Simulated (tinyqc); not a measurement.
What moves the results: zigzag graphene nanoribbon in tight binding. A value that a table varies takes the place of the one given here.

A zigzag ribbon of N chains, sites A1, B1, A2, ..., BN across it. For each k it is a chain with bonds -2t cos(k/2) (A_n to B_n) and -t (B_n to A_(n+1)), and +D, -D on A and B. A1 and BN are the edge sites; the Dirac points project to k = 2 pi/3.

Values chosen for the exercise (near those used for graphene; shifted at random, so the results belong to these values and not to a real crystal):
- t = 2.57 eV (hopping)
- D = 0 eV (sublattice potential, +D on A and -D on B)
- Nw = 9 (chains, N of this table)
- k = 2.54 (k times the period sqrt3 acc)
- N = 3 (zigzag chains)

## The flat edge band

A ribbon of N = Nw chains: lowest positive level, next level, and weight on the two edge sites per state of the middle pair, along k.

Along k:

| k/pi | 2 cos(k/2) | lowest level (eV) | next (eV) | edge weight |
|---|---|---|---|---|
| 0.50 | 1.4142 | 1.33033 | 1.9800 | 0.088 |
| 0.60 | 1.1756 | 0.78179 | 1.5192 | 0.134 |
| 0.65 | 1.0450 | 0.50992 | 1.3178 | 0.184 |
| 0.70 | 0.9080 | 0.26901 | 1.1772 | 0.277 |
| 0.75 | 0.7654 | 0.09857 | 1.1509 | 0.432 |
| 0.80 | 0.6180 | 0.02091 | 1.2759 | 0.619 |
| 0.85 | 0.4669 | 0.00212 | 1.5239 | 0.782 |
| 0.90 | 0.3129 | 0.00007 | 1.8420 | 0.902 |
| 0.95 | 0.1569 | 0.00000 | 2.1965 | 0.975 |
| 1.00 | 0.0000 | 0.00000 | 2.5700 | 1.000 |

Beyond k = 2 pi/3 the lowest level sinks towards zero: it is within 1 meV of that from k/pi = 0.90 on. The edge weight grows from 0.28 at 0.70 to 1 at pi, where the chain breaks into dimers and the next level is sqrt(t^2 + D^2) = 2.5700 eV. So flat a band is sensitive to interactions, which this model leaves out; they matter once they exceed the splitting of the middle pair (2D, or for D = 0 only the small overlap of the two edges).

## Lowest level against width

D = 0; lowest positive level at the given k, and the estimate t x^N (1 - x^2), x = 2 cos(k/2) (a dash if x >= 1).

Level (eV):

| N | matrix | estimate |
|---|---|---|
| 2 | 0.7076 | 0.5855 |
| 3 | 0.3775 | 0.3470 |
| 4 | 0.2134 | 0.2056 |
| 5 | 0.1238 | 0.1218 |
| 6 | 0.07268 | 0.07219 |
| 8 | 0.02538 | 0.02535 |
| 10 | 0.008902 | 0.008901 |
| 14 | 0.001097 | 0.001097 |

With x = 0.5926 < 1 the level falls exponentially: from N = 10 to 14 by a factor 0.123, against x^4 = 0.123.

## What each parameter does

The two lowest positive levels at k and the weight on the two edge sites per state of the middle pair. Each row changes one parameter from the base and keeps the others.

Results:

| case | lowest (eV) | next (eV) | edge weight |
|---|---|---|---|
| base | 0.3775 | 2.5393 | 0.7295 |
| t = 2.699 eV | 0.3964 | 2.6667 | 0.7295 |
| N = 4 | 0.2134 | 2.0815 | 0.6858 |
| D = 0.1 eV | 0.3905 | 2.5412 | 0.7295 |
| k = 2.44 | 0.5309 | 2.6629 | 0.6751 |

The largest shifts from the base row, up to three for each result and ties (the steps differ in size, so this ranks the rows, not the parameters). lowest (eV): N -0.1641, k +0.1534, t +0.0189. next (eV): N -0.4578, t +0.1275, k +0.1236. edge weight: k -0.0544, N -0.0437; unchanged at the printed digits by t and D.

tinyqc: `OMP_NUM_THREADS=1 python tinyqc.py 1482290 1482291 out.jsonl`; about 0.01 s, one thread, shared Intel(R) Xeon(R) Processor @ 2.30GHz.
